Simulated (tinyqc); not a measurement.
Carrier lifetime of a p-type layer with SRH, radiative, Auger and surface recombination: two steps of the calculation.

Uniform excess density dn = dp (no trapping), n = n0 + dn, p = p0 + dn, Boltzmann statistics, full ionisation. Surfaces enter as a rate 2 S dn/d, which holds while diffusion to them is fast.

Inputs (values chosen for the exercise); band and dielectric values those of a made-up semiconductor:
```
symbol     value        unit                                      meaning
T            350           K                                  temperature
B       5.86e-15      cm^3/s                        radiative coefficient
Cn       4.9e-31      cm^6/s            Auger coefficient (two electrons)
Cp       2.8e-31      cm^6/s                Auger coefficient (two holes)
S              0        cm/s  surface recombination velocity (both faces)
d             30          um                             sample thickness
G         1.4e17  cm^-3 s^-1                              generation rate
```

Constants: q = 1.602176634e-19 C, kB = 1.380649e-23 J/K, Vt = kB T/q. Results are converted to the units shown.

Task 1. New dn. With e = n p - ni^2 = dn (n0 + p0 + dn): U_SRH = e/(tp0 (n + n1) + tn0 (p + p1)), U_rad = B e, U_Aug = (Cn n + Cp p) e, U_s = 2 S dn/d. Newton step on ln U(ln dn) = ln G, U the sum: k = d ln U/d ln dn (central difference over factors 1.0001), dn(new) = dn (G/U)^(1/k).

dn after iteration 1 = 1.9770817e13 cm^-3
n0 = 7.6764672e8 cm^-3
p0 = 2.9000008e15 cm^-3
n1 = 6.6627224e7 cm^-3
p1 = 3.3412409e16 cm^-3
tn0 = 1.1322464e-5 s
tp0 = 9.0579710e-6 s

Wanted: U_SRH; U_rad; U_Aug; U_s; k; dn after iteration 2.

Result 1.

U_SRH = 1.4027e17 cm^-3 s^-1
U_rad = 3.3828e14 cm^-3 s^-1
U_Aug = 4.7753e13 cm^-3 s^-1
U_s = 0 cm^-3 s^-1
k = 1.0058
dn after iteration 2 = 1.9680e13 cm^-3

Task 2. Lifetime, shares and quasi-Fermi splitting. tau = dn/U, shares of U, splitting Vt ln(n p/ni^2), radiative efficiency U_rad/U.

converged dn = 1.9679701e13 cm^-3
ni = 1.4920376e12 cm^-3
n0 = 7.6764672e8 cm^-3
p0 = 2.9000008e15 cm^-3
n1 = 6.6627224e7 cm^-3
p1 = 3.3412409e16 cm^-3
tn0 = 1.1322464e-5 s
tp0 = 9.0579710e-6 s

Find: tau; shares; quasi-Fermi splitting.

Result 2.

tau = 1.406e-4 s
shares (%): SRH 99.73, radiative 0.24, Auger 0.03, surface 0.00
quasi-Fermi splitting = 0.3064 V

SRH recombination takes the largest share. dn is 0.0068 times the doping: low injection.

tinyqc, about 0.01 s, one thread, Intel Xeon 2.30GHz (shared host): `OMP_NUM_THREADS=1 python tinyqc.py 2300036 2300037 out.jsonl`
